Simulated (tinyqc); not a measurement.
Heterojunction of two tight-binding chains: sweeps and comparisons. A value that a table varies takes the place of the one given here.

Left chain: hopping -t1, sites at 2 t1 (band bottom 0). Right chain: hopping -t2, sites at dE + 2 t2 (bottom dE). t = c/(m a^2), c = hbar^2/2m0. The bond across the interface is -tc with tc = f sqrt(t1 t2), and the last left site has the extra energy U. In a chain E = bottom + 2t (1 - cos(ka)); the surface Green function of a half chain is g = -exp(ika)/t, with Im k > 0 where cos(ka) > 1.

Constants: hbar^2/2m0 = 3.80998211 eV angstrom^2.

Values chosen for the exercise (masses and offset of the size met at GaAs / AlGaAs; not measured data): a = 5 angstrom (site spacing); m1 = 0.068 m0 (mass on the left); m2 = 0.086 m0 (mass on the right); dE = 0.23 eV (band offset); f = 1 (factor on the interface hopping); U = 0 eV (extra energy on the last left site); E = 0.52 eV (electron energy).

## Transmission against energy, and which matching rule a chain obeys

Chain A is the junction as given; chain B has tc = sqrt(t1 t2) and U = 0; chain C has tc = t2 and U = t2 - t1, the finite-difference form of -d/dx (c/m) d/dx. Continuum formulas T = 4 x y/(x + y)^2 with parabolic k: x, y = k/m on each side (BenDaniel-Duke) or x, y = k (slope continuous).

T:

| E - dE (eV) | E (eV) | chain A | chain B | chain C | k/m matched | k matched |
|---|---|---|---|---|---|---|
| 0.002 | 0.232 | 0.3388 | 0.3388 | 0.2787 | 0.2818 | 0.3424 |
| 0.005 | 0.235 | 0.4798 | 0.4798 | 0.4025 | 0.4065 | 0.4843 |
| 0.010 | 0.240 | 0.6025 | 0.6025 | 0.5155 | 0.5201 | 0.6074 |
| 0.020 | 0.250 | 0.7275 | 0.7275 | 0.6374 | 0.6423 | 0.7323 |
| 0.050 | 0.280 | 0.8696 | 0.8696 | 0.7895 | 0.7941 | 0.8735 |
| 0.100 | 0.330 | 0.9420 | 0.9420 | 0.8787 | 0.8825 | 0.9446 |
| 0.200 | 0.430 | 0.9813 | 0.9813 | 0.9371 | 0.9400 | 0.9826 |
| 0.400 | 0.630 | 0.9966 | 0.9966 | 0.9688 | 0.9709 | 0.9970 |

Chain C follows the k/m rule within 0.0049 and chain B the plain k rule within 0.0049, while the two rules differ by up to 0.0900: in B the self-energy of the right side is -t1 exp(i k2 a), so only k2 enters, and in C it is -t2 exp(i k2 a), which carries 1/m2. Chain A is chain B here.

## When the interface binds a state

A state below both bands solves E - 2 t1 - U - S1(E) - S2(E) = 0 for E < 0, with S1 = -t1 z1, S2 = -(tc^2/t2) z2 and |z| < 1 the decaying root of z + 1/z = 2 - (E - bottom)/t. Decay lengths -a/ln|z|. The threshold is the U that solves the equation at E = 0. A dash: no bound state.

Interface state:

| U (eV) | E (eV) | decay left (angstrom) | decay right (angstrom) |
|---|---|---|---|
| -0.20 | - | - | - |
| -0.40 | - | - | - |
| -0.61 | - | - | - |
| -0.74 | -0.0017 | 180.5 | 13.9 |
| -0.88 | -0.0145 | 62.1 | 13.5 |
| -1.08 | -0.0476 | 34.3 | 12.7 |
| -1.35 | -0.1115 | 22.5 | 11.5 |
| -2.02 | -0.3400 | 12.9 | 8.9 |

threshold U = -0.6750 eV

The step pushes the state out, so an attraction must exceed 0.6750 eV to bind; 5 of the 8 rows are bound. At U = -2.02 eV the state decays over 12.9 angstrom to the left and 8.9 to the right, where the band lies higher.

## What each parameter does

T = 4 Im(S1) Im(S2) |G|^2 with G = 1/(E - 2 t1 - U - S1 - S2), S1 = -t1 exp(i k1 a), S2 = -(tc^2/t2) exp(i k2 a). Each row changes one parameter from the base and keeps the others.

Results:

| case | T | k1 a | k2 a |
|---|---|---|---|
| base | 0.9916 | 0.4865 | 0.4073 |
| m1 = 0.0816 m0 | 0.9805 | 0.5340 | 0.4073 |
| m2 = 0.1032 m0 | 0.9981 | 0.4865 | 0.4469 |
| dE = 0.18 eV | 0.9975 | 0.4865 | 0.4416 |
| f = 0.9 | 0.9358 | 0.4865 | 0.4073 |
| U = 0.2 eV | 0.9892 | 0.4865 | 0.4073 |
| a = 4 angstrom | 0.9919 | 0.3878 | 0.3251 |

The largest shifts from the base row, up to three for each result and ties (the steps differ in size, so this ranks the rows, not the parameters). T: f -0.0558, m1 -0.0111, m2 +0.0064. k1 a: a -0.0987, m1 +0.0475; unchanged at the printed digits by m2, dE, f and U. k2 a: a -0.0823, m2 +0.0395, dE +0.0343; unchanged at the printed digits by m1, f and U.

Run: tinyqc, `OMP_NUM_THREADS=1 python tinyqc.py 1480760 1480761 out.jsonl`; Intel(R) Xeon(R) Processor @ 2.30GHz, one thread, shared host; about 0.01 s of CPU time with all checks.
